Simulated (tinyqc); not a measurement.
# Self-heating of a transistor with one or more fingers, with temperature-dependent conductivity, step by step

A worked calculation. Computed by tinyqc, a small Python program that keeps every step. Command: `OMP_NUM_THREADS=1 python tinyqc.py 3010868 3010869 out.jsonl selfheat walk`. One thread of a shared host (Intel(R) Xeon(R) Processor @ 2.30GHz), about 0.08 s of CPU time with the checks. Intermediate numbers are printed to about 7 digits and carried at full precision; extremes and crossings named in words are read from the listed rows.

N long parallel fingers lie on the top face of a slab whose bottom is held at T_0; the top is otherwise insulated, and heat flows in two dimensions. P in W/mm is 1000 P in W/m.

Inputs (values chosen for the exercise, modelled on indium phosphide):

| quantity | value | unit |
|---|---|---|
| conductivity at the base temperature kappa_0 | 58.5 | W/(m K) |
| exponent m in kappa ~ T^-m | 1.47 | - |
| base temperature T_0 | 323 | K |
| power per gate width P | 0.54 | W/mm |
| fingers N | 5 | - |
| finger pitch s | 53 | micrometre |
| width of the heat source w | 0.36 | micrometre |
| substrate thickness t | 56 | micrometre |
| phonon free path Lambda | 82 | nm |
| heat capacity C | 1.54 | 1e6 J/(m^3 K) |
| pulse length | 4.2 | microsecond |
| power coefficient beta | 0.85 | 1e-3/K |

Power: power rises with temperature.

## Geometry factors

A line source of power P on the top face raises the top at distance x by (P/(pi kappa_0)) g(x), g(x) = -ln tanh(pi x/(4 t)) (the image sum for the slab). On a strip of width w the centre sees the mean of g over the strip, g_0 = 1 + ln(8 t/(pi w)) for w much below t.

own factor g_0 = 6.981715

g(j s), j = 1..7: 0.4602136  0.1023586  0.0231272  0.0052295  0.0011825  0.0002674  0.0000605

## Linear temperature rise of each finger

theta_i = (P/(pi kappa_0)) [g_0 + sum over j != i of g(|i - j| s)], with equal powers and constant conductivity; thermal resistance = largest theta/P.

theta of each finger (K): 22.25028  23.58714  23.81994  23.58714  22.25028

largest theta = 23.81994 K

thermal resistance = 44.11100 K mm/W

The neighbours supply 14 % of the rise of the hottest finger, which runs 1.6 K above the outer ones.

## Correction for the falling conductivity

Kirchhoff transformation for kappa = kappa_0 (T/T_0)^-m: T = T_0 [1 - (m - 1) theta/T_0]^(-1/(m - 1)), where theta is the linear rise. The bracket vanishes at the power P T_0/((m - 1) theta).

peak temperature = 348.1755 K

true rise = 25.17549 K

true rise / linear rise = 1.056908

power at which the formula diverges = 15.57965 W/mm

The falling conductivity adds 5.7 % to the rise.

## Extra rise from ballistic phonons

Near a source smaller than the free path, Fourier's law overstates the flow. Rough estimate: a strip that emits phonons into a half space adds a resistance times area of 4 Lambda/(3 kappa_0), from the ballistic flux C v Delta T/4 with kappa_0 = C v Lambda/3, so Delta T_b = 4 Lambda P/(3 kappa_0 w); Knudsen number Lambda/w.

Knudsen number = 0.2277778

ballistic rise Delta T_b = 2.803419 K

Delta T_b / largest theta = 0.1176921

By this estimate the ballistic term is at most a fifth of the Fourier rise.

## Electrothermal feedback

The power follows P [1 + beta (T - T_0)] with T the peak temperature, for all fingers alike. Start at T_0 and repeat; stop when T changes by less than 1e-6 K, after 50 steps, or when the bracket falls below 0.05.

Iterations:

| step | power (W/mm) | T (K) | change (K) |
|---|---|---|---|
| 1 | 0.5400000 | 348.1755 | 2.517549e+01 |
| 2 | 0.5515555 | 348.7454 | 5.698691e-01 |
| 3 | 0.5518171 | 348.7583 | 1.291535e-02 |
| 4 | 0.5518230 | 348.7586 | 2.927180e-04 |
| 5 | 0.5518232 | 348.7586 | 6.634265e-06 |
| 6 | 0.5518232 | 348.7586 | 1.503613e-07 |

converged (1 yes, 0 no) = 1

peak temperature with feedback = 348.7586 K

Converged in 6 steps; feedback adds 0.6 K.

## Rise at the end of a pulse

After switching on, theta(tau) = (P D/kappa_0) int_0^tau X(u) Z(u) du at the hottest finger, D = kappa_0/C; X = sum over fingers at distance x of [erf((x + w/2)/r) - erf((x - w/2)/r)]/(2 w), Z = sum_(j=-200..200) (-1)^j exp(-(2 j t/r)^2)/sqrt(pi D u), r = 2 sqrt(D u); trapezoid rule on 300 points evenly spaced in ln u from u_0 = 1e-3 min(tau, w^2/D) to tau, plus the exact piece 2 sqrt(u_0/(pi D))/w below u_0. Conductivity and power are held at their base values here, and Fourier's law is used even where the diffusion length is near a phonon free path.

diffusivity D = 37.98701 micrometre^2/microsecond

diffusion length sqrt(D tau) = 12.63113 micrometre

linear rise after the pulse = 16.624 K

share of the steady rise = 0.6979

## Rise against time

The formulas are those given above.

Heating curve:

| time (microsecond) | sqrt(D time) (micrometre) | rise (K) | share of the steady rise |
|---|---|---|---|
| 8.30e-05 | 0.05615089 | 1.62 | 0.06801 |
| 8.30e-04 | 0.1775647 | 4.208 | 0.1767 |
| 0.0083 | 0.5615089 | 7.4822 | 0.3141 |
| 0.083 | 1.775647 | 10.854 | 0.4557 |
| 0.83 | 5.615089 | 14.235 | 0.5976 |
| 4.1 | 12.47985 | 16.588 | 0.6964 |
| 17 | 25.41219 | 19.23 | 0.8073 |
| 50 | 43.58154 | 22.202 | 0.9321 |
| 120 | 67.51623 | 23.647 | 0.9927 |

Half the steady rise is reached between 0.083 and 0.83 microseconds, and the last row holds 99.3 % of it; the slowest time constant is 4 t^2/(pi^2 D) = 33.5 microseconds. While the diffusion length lies between w and the pitch or thickness, the rise grows as the logarithm of time; once it nears the pitch of 53 micrometre the neighbours add their heat.

Checks made by the program: g(s) against the alternating image sum (relative difference 3e-06); Kirchhoff integral of kappa/kappa_0 from T_0 to T (relative difference below 1e-10); long-time limit against the steady rise (relative difference 4e-05).
